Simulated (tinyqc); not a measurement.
Inside a calculation. Model: mobility of a non-polar semiconductor in the relaxation-time approximation. Computed by tinyqc, a small Python program that keeps every step. Command: `OMP_NUM_THREADS=1 python tinyqc.py 3015467 3015468 out.jsonl rta walk`. One thread of a shared host (Intel(R) Xeon(R) Processor @ 2.30GHz), about 0.01 s of CPU time with the checks. Intermediate numbers are printed to about 5 digits and carried at full precision; extremes and crossings named in words are read from the listed rows.

Each valley is treated as a sphere of mass m_d for states and rates, with one isotropic relaxation time; the conductivity mass m_c sets the current.

Inputs (values chosen for the exercise, modelled on electrons in diamond):

| quantity | value | unit |
|---|---|---|
| longitudinal mass m_l | 1.51 | m_0 |
| transverse mass m_t | 0.287 | m_0 |
| equivalent valleys Z | 6 | - |
| non-parabolicity alpha | 0.19 | 1/eV |
| static permittivity eps_s | 5.7 | - |
| density rho | 3515 | kg/m^3 |
| sound velocity v_l | 18300 | m/s |
| acoustic deformation potential D_A | 8.6 | eV |
| phonon energy hbar w | 136 | meV |
| optical or intervalley deformation potential D_o | 7.1 | 1e8 eV/cm |
| final valleys Z_f | 5 | - |
| carrier density n | 3.8e+19 | 1/cm^3 |
| compensation ratio C | 0.39 | - |
| temperature T | 200 | K |

Band: Kane. Impurity formula: Brooks-Herring. Further scattering: none.

Constants: k_B = 8.617333262e-05 eV/K; m_0 = 9.1093837015e-31 kg; e = 1.602176634e-19 C; hbar = 1.054571817e-34 J s; eps_0 = 8.8541878128e-12 F/m; k_B = 1.380649e-23 J/K; hbar = 6.582119569e-16 eV s.

## Masses

m_d = (m_l m_t^2)^(1/3); 1/m_c = (1/m_l + 2/m_t)/3; Hall mass factor A = 3 K_m (K_m + 2)/(2 K_m + 1)^2, K_m = m_l/m_t; N_I = n (1 + C)/(1 - C).

density-of-states mass m_d = 0.49917 m_0

conductivity mass m_c = 0.39314 m_0

Hall mass factor A = 0.86323

ionised impurity density N_I = 8.6590e+19 1/cm^3

## Fermi level and screening

Kane band: hbar^2 k^2/(2 m) = E (1 + alpha E), speed v = hbar k/(m (1 + 2 alpha E)), states per spin, volume and energy g(E) = m k (1 + 2 alpha E)/(2 pi^2 hbar^2); overlap factors are set to 1. Here m = m_d. Masses are multiplied by m_0 and all formulas are in SI units. The reduced Fermi level eta = E_F/(k_B T) solves n = 2 Z int g f dE with f = 1/(1 + exp(x - eta)) (Z = 1 unless valleys are given); screening length L_s = sqrt(eps_s eps_0 k_B T/(e^2 dn/deta)), dn/deta = 2 Z int g f (1 - f) dE. Integrals over x = E/(k_B T) use 160 Gauss-Legendre points in u = sqrt(x) from 0 to sqrt(max(eta, 0) + 32).

reduced Fermi level eta = 0.70857

screening length L_s = 0.45332 nm

The gas is between the classical and degenerate limits.

## Rates at a few energies

Phonon occupation N_q = 1/(exp(hbar w/(k_B T)) - 1). Acoustic deformation potential (elastic, equipartition, absorption and emission together): 1/tau = 2 pi k_B T D_A^2 g(E)/(hbar rho v_l^2). Optical or intervalley deformation potential: 1/tau = (pi Z_f D_o^2/(rho w)) [N_q g(E + hbar w) + (N_q + 1) g(E - hbar w)], with g = 0 below the band edge. Each optical term is multiplied by (1 - f(E'))/(1 - f(E)), E' the final energy, for Pauli blocking. Singly charged impurities, momentum relaxation: 1/tau = N_I e^4 m (1 + 2 alpha E) Phi/(8 pi (eps_s eps_0)^2 hbar^3 k^3), with alpha = 0 for a parabolic band. Brooks-Herring: Phi = ln(1 + b) - b/(1 + b), b = 4 k^2 L_s^2.

Rates (1e12/s) at E = (max(eta, 0) + 0.5, 1, 2, 4) k_B T:

| E (meV) | acoustic | optical | ionised impurity |
|---|---|---|---|
| 20.829 | 0.28996 | 0.0053704 | 46.872 |
| 29.447 | 0.34617 | 0.0047153 | 50.621 |
| 46.681 | 0.43939 | 0.0041447 | 53.504 |
| 81.151 | 0.58868 | 0.0041159 | 52.410 |

## Mobility for each process alone

mu = (m_d/m_c) (2 Z e/(3 n k_B T)) int g v^2 tau f (1 - f) dE. Averages over x are split at the emission threshold x_0 = hbar w/(k_B T): 64 Gauss-Legendre points in sqrt(x) below it and 128 in sqrt(x - x_0) above it, up to x = max(eta, 0) + 32.

acoustic mobility = 10597 cm^2/(V s)

optical mobility = 9.8393e+05 cm^2/(V s)

ionised impurity mobility = 86.481 cm^2/(V s)

## All processes together

Rates are added at each energy before the average. With <y> = int g v^2 y f (1 - f) dE: Hall factor r_H = A (3 n k_B T/(2 Z m_d)) <tau^2/(1 + 2 alpha E)>/<tau>^2 (alpha = 0 for a parabolic band); Hall mobility r_H mu; |S| = (k_B/e) (<x tau>/<tau> - eta); resistivity 1/(n e mu).

drift mobility mu = 85.677 cm^2/(V s)

Hall factor r_H = 0.87483

Hall mobility = 74.952 cm^2/(V s)

Seebeck coefficient |S| = 197.40 microvolt/K

resistivity = 0.0019171 ohm cm

Taking r_H = 1 in a Hall measurement would give a density 1.14 times the true one. Caution: above a few 1e18 per cm^3 the Born approximation, static screening and an unperturbed band are rough; measured mobilities are usually lower. Caution: n is taken as given; at low temperature (in diamond even at 300 K) real dopants can freeze out, which changes n and N_I.

## Matthiessen's rule against the full average

Matthiessen's rule adds 1/mu of the separate processes.

Separate mobilities:

| process | mu (cm^2/(V s)) | share of the sum of 1/mu (%) |
|---|---|---|
| acoustic | 1.0597e+04 | 8.0940e-01 |
| optical | 9.8393e+05 | 8.7174e-03 |
| ionised impurity | 8.6481e+01 | 9.9182e+01 |

mobility by Matthiessen's rule = 85.774 cm^2/(V s)

excess of Matthiessen's rule over the full mu = 0.11329 %

The rule gives 85.77 against the full 85.68, 0.1 % too high; it can only overestimate, since each separate average is carried by the energies where that process is weak. One process, ionised impurity, holds 99 % of the resistance, so the error is small.

Checks made by the program: the sum rule (2 Z/(3 k_B T)) int g v^2 (1 + 2 alpha E) f (1 - f) dE = n/m_d (relative difference below 1e-10).
